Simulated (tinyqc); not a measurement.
# Permittivity of the insulator from five potentials

Inverse problem. A node lies on a semiconductor-insulator interface. Steps: hs = tb/1 down into the semiconductor, ho = tox/1 up into the insulator, hy = L/4 sideways. The flux balance of its box reads eox (hy/ho)(above - node) + eps_r (hy/hs)(below - node) + [(eps_r hs + eox ho)/(2 hy)](left + right - 2 node) - q Na (hs/2) hy/eps0 = 0. Find eox.

Parameters, values chosen for the exercise; semiconductor permittivity made up: relative permittivity of the semiconductor eps_r = 15.1; half the body thickness tb = 5 nm; insulator thickness tox = 3.6 nm; channel length L = 42 nm; acceptor density of the depleted body Na = 3.3e17 cm^-3.

Constants: q = 1.602176634e-19 C, eps0 = 8.8541878128e-14 F/cm where lengths are in cm. Results are converted to the units shown.

psi (V): node 0.12586322, above 0.04, below 0.15363229, left 0.13996401, right 0.34828391

Answer. The balance is linear in eox.

eox = 7.50

tinyqc, about 0.1 s, one thread, Intel Xeon 2.30GHz (shared host): `OMP_NUM_THREADS=1 python tinyqc.py 2480161 2480162 out.jsonl`
